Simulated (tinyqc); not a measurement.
Interfaces: Cahn-Hilliard equation on a periodic one-dimensional grid. Computed by tinyqc, a small Python program. Command: `OMP_NUM_THREADS=1 python tinyqc.py 3013934 3013935 out.jsonl cahn walk`. One thread of a shared host (Intel(R) Xeon(R) Processor @ 2.30GHz), about 0.3 s of CPU time with the checks.

Free energy F = h sum_j [A (c_j^2 - 1)^2/4 + (kappa/2) ((c_(j+1) - c_j)/h)^2]; dc/dt = Lap(mu), mu = A (c^3 - c) - kappa Lap(c), Lap(y)_j = (y_(j+1) - 2 y_j + y_(j-1))/h^2, mobility 1; the grid has n = 12 points.

Inputs (values chosen for the exercise, in reduced units):
```
quantity                    value  unit
spacing h                    0.93     -
well depth A                  1.2     -
gradient coefficient kappa    1.1     -
mean composition c0          0.24     -
noise amplitude               0.1     -
time step dt                0.037     -
end time                      150     -
```

Scheme: explicit Euler.

Method:
- Start: c_j = c0 + amplitude x (z_j - mean of z).
- c(new) = c + dt Lap(mu).
- Run to the end time; break off if |c| exceeds 3 or F has risen by more than 1e-9 in more than 30 steps. Domains = stretches with c > c0.
- Continuum wall between c = -1 and +1: c = tanh(x/w), w = sqrt(2 kappa/A), energy s = (2/3) sqrt(2 kappa A). With two walls per domain, the estimate of F at the end is 2 x domains x s. Volume fraction of the +1 phase by the lever rule: (1 + c0)/2.

random numbers: -0.413  -0.139  0.567  -0.512  -0.336  0.586  0.453  0.942  -0.610  -0.894  0.712  -0.126

Course:
```
step        t        F      min c     max c  domains
0       0.000  3.00665   0.148683  0.332283        3
81      2.997  2.97063   0.206447  0.289696        1
203     7.511  2.95576   0.140949  0.332503        1
405    14.985  2.66952  -0.247743  0.567455        1
608    22.496  2.11605  -0.739258  0.907974        1
811    30.007  2.10179  -0.791936  0.956434        1
1216   44.992  2.10176  -0.794157  0.958449        1
1622   60.014  2.10176  -0.794264  0.958472        1
2230   82.510  2.10176  -0.794424  0.958503        1
2838  105.006  2.10176  -0.794591  0.958536        1
3446  127.502  2.10176  -0.794764  0.958570        1
4054  149.998  2.10176  -0.794944  0.958605        1
```

F at the end = 2.10176

c at the end: -0.794944  -0.511530  0.144710  0.683721  0.895656  0.956924  0.958605  0.903516  0.708453  0.197065  -0.476402  -0.785773

wall half width w = 1.3540

wall energy s = 1.0832

estimate of F = 2.1664

volume fraction = 0.62

w/h = 1.4559

The run ends at F = 2.1018, 0.97 of the estimate: close to it, but the extremes of c are -0.795 and 0.959.
